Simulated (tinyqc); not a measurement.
# Surface potential of a MOS transistor: implicit equation and explicit approximations: effects of single changes

p-type body, charge-sheet picture, depletion and inversion only, full ionisation (an idealisation for deep acceptors), Boltzmann statistics (rough once Na exp(x - xn) passes about Nc/7). In units of Vt: xg = (Vg - Vfb)/Vt, x = psi/Vt, G = gamma/sqrt(Vt), xn = (2 phiF + Vc)/Vt. The implicit equation is (xg - x)^2 = G^2 [x - 1 + exp(x - xn)] for x above about 3. Cox = eps0 eox/tox.

Parameters, values chosen for the exercise; band and dielectric values close to those of silicon:
- T = 300 K (temperature)
- Eg = 1.11 eV (band gap)
- eps_r = 11.9 (relative permittivity)
- Nc = 2.78e19 cm^-3 (conduction-band density of states at T)
- Nv = 2.65e19 cm^-3 (valence-band density of states at T)
- eox = 3.9 (relative permittivity of the gate insulator (close to silicon dioxide))
- tox = 2.3 nm (insulator thickness)
- Na = 1.3e18 cm^-3 (acceptor density)
- Vfb = -0.55 V (flat-band voltage)
- Vc = 1 V (channel-body voltage)
- Vg = 2.67 V (gate-body voltage)

Constants: q = 1.602176634e-19 C, kB = 1.380649e-23 J/K, Vt = kB T/q, eps0 = 8.8541878128e-14 F/cm where lengths are in cm. Results are converted to the units shown.

Each table varies one quantity; the others keep the values above.

## Accuracy of the approximations against gate voltage

ni = sqrt(Nc Nv) exp(-Eg/(2 Vt)), Eg in volts; phiF = Vt ln(Na/ni); gamma = sqrt(2 q eps0 eps_r Na)/Cox; VT = Vfb + Vt (xn + G sqrt(xn - 1)). Depletion value a = 1 + [sqrt(G^2/4 + xg - 1) - G/2]^2; inversion value b = xn + ln[(xg - xn)^2/G^2 - xn + 1] and first guess y = min(a, b) - ln(1 + exp(-|a - b|)) if a > xn + 1, else b = y = a; one second-order correction with D = exp(y - xn), p = 2 (xg - y) + G^2 (1 + D), w = (xg - y)^2 - G^2 (y - 1 + D): z = y + 2 w/(p + sqrt(p^2 - 2 (2 - G^2 D) w)), or the Newton step z = y + w/p where the root is not real. N_inv = (Cox Vt G/q) [sqrt(x - 1 + exp(x - xn)) - sqrt(x - 1)] at the root. Lambert form (Cox m Vt/q) W0[(G/(2 m sqrt(xn - 1))) exp((Vg - VT)/(m Vt))], m = 1 + G/(2 sqrt(xn - 1)). Errors under 1e-4 mV, and the linear form below VT, are printed as 0.

Accuracy of the approximations against gate voltage:

| Vg (V) | psi (V) | x - xn | error of y (mV) | error of z (mV) | N_inv (cm^-2) | Cox (Vg - VT)/q (cm^-2) | Lambert form (cm^-2) |
|---|---|---|---|---|---|---|---|
| 1.62 | 1.614 | -13.11 | 0 | 0 | 8.573e4 | 0 | 7.134e4 |
| 1.82 | 1.785 | -6.503 | 5.53e-3 | 0 | 6.039e7 | 0 | 5.654e7 |
| 2.02 | 1.953 | 0.01348 | 3.58 | -1.55e-3 | 3.889e10 | 4.267e10 | 3.901e10 |
| 2.22 | 2.039 | 3.340 | 17.1 | -2.40 | 9.806e11 | 1.917e12 | 1.002e12 |
| 2.42 | 2.067 | 4.419 | 11.8 | -0.600 | 2.553e12 | 3.791e12 | 2.607e12 |
| 2.62 | 2.083 | 5.044 | 9.02 | -0.239 | 4.252e12 | 5.665e12 | 4.339e12 |
| 2.82 | 2.095 | 5.493 | 7.47 | -0.129 | 6.001e12 | 7.539e12 | 6.116e12 |
| 3.02 | 2.104 | 5.848 | 6.46 | -0.0808 | 7.776e12 | 9.413e12 | 7.918e12 |
| 3.22 | 2.112 | 6.143 | 5.74 | -0.0553 | 9.567e12 | 1.129e13 | 9.734e12 |

Read the table: what changes, and by how much?

psi rises from 1.61 to 2.11 V and ends 6.1 Vt above 2 phiF + Vc. Among the rows the first guess is off by at most 17 mV (at Vg = 2.22 V) and the corrected value by at most 2.4 mV. In the last row the linear form is 18 % above N_inv and the Lambert form 1.7 % above it; in the first row the Lambert form is 17 % below it. For Vg = 2.22, 2.42, 2.62, 2.82, 3.02, 3.22 the electron quasi-Fermi level lies less than 2 Vt below the band edge at the surface, or above it, where degeneracy and confinement, left out, matter.

## Effect of the acceptor density at fixed gate voltage

Same model as above.

Vfb is held fixed.

Effect of the acceptor density at fixed gate voltage:

| Na (cm^-3) | psi (V) | x - xn | error of y (mV) | error of z (mV) | N_inv (cm^-2) | Cox (Vg - VT)/q (cm^-2) | Lambert form (cm^-2) |
|---|---|---|---|---|---|---|---|
| 4.3e16 | 2.011 | 9.071 | 9.25 | -0.272 | 1.027e13 | 1.253e13 | 1.071e13 |
| 8.5e16 | 2.028 | 8.353 | 8.78 | -0.226 | 9.676e12 | 1.178e13 | 1.004e13 |
| 1.7e17 | 2.044 | 7.611 | 8.34 | -0.189 | 8.891e12 | 1.084e13 | 9.183e12 |
| 3.3e17 | 2.060 | 6.882 | 8.02 | -0.165 | 7.900e12 | 9.700e12 | 8.123e12 |
| 6.5e17 | 2.075 | 6.091 | 7.95 | -0.160 | 6.549e12 | 8.189e12 | 6.706e12 |
| 1.3e18 | 2.086 | 5.168 | 8.56 | -0.201 | 4.686e12 | 6.134e12 | 4.780e12 |
| 2.5e18 | 2.089 | 3.958 | 11.4 | -0.517 | 2.362e12 | 3.527e12 | 2.401e12 |
| 5e18 | 2.001 | -0.8515 | 2.59 | -4.28e-4 | 3.179e10 | 0 | 3.165e10 |

As Na goes from 4.3e16 to 5e18, psi goes from 2.01 through a maximum of 2.09 (at Na = 2.5e18 among the rows listed) to 2.00 V, x - xn falls from 9.07 to -0.852 and N_inv falls from 1.03e13 to 3.18e10 cm^-2. The Lambert form lies between 0.996 and 1.04 times N_inv. For Na = 4.3e16, 8.5e16, 1.7e17, 3.3e17, 6.5e17, 1.3e18, 2.5e18 the electron quasi-Fermi level lies less than 2 Vt below the band edge at the surface, or above it, where degeneracy and confinement, left out, matter.

Program tinyqc, `OMP_NUM_THREADS=1 python tinyqc.py 2122087 2122088 out.jsonl`; Intel Xeon 2.30GHz, shared host, one thread, about 0.01 s.
